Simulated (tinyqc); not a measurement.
## Level and width from two currents at zero temperature

Inverse problem. In a resonant-tunnelling diode at zero temperature a sharp resonance at Er = E0 - alpha V between the emitter band edge and Ef carries J = K (pi/2) G Tp (Ef - Er), K = q^3 mw m0/(2 pi^2 hbar^3) (times 1e-4 for A/cm^2 per eV^2), with G its full width and Tp its peak transmission, G Tp taken as constant, and no back flow. Find G Tp and E0.

Parameters, values chosen for the exercise; masses and offsets close to those of GaN wells and AlGaN barriers: mass in the well, spacer and contacts mw = 0.2 m0; Fermi energy of both contacts above their band edges Ef = 0.15 eV; share of the bias at the well alpha = 0.51.

Constants: q = 1.602176634e-19 C, hbar = 1.054571817e-34 J s, m0 = 9.1093837015e-31 kg. Results are converted to the units shown.

J at V = 0.075 and 0.29 V (kA/cm^2): 310.45895  2283.8980

Solution. J is linear in V: the slope gives G Tp, and the onset V0, where the line meets zero, gives E0 = Ef + alpha V0.

G Tp = 3.54 meV
E0 = 0.171 eV

Computed by the program tinyqc: `OMP_NUM_THREADS=1 python tinyqc.py 2600033 2600034 out.jsonl`, one thread of a shared Intel Xeon 2.30GHz, about 0.1 s for the whole run.
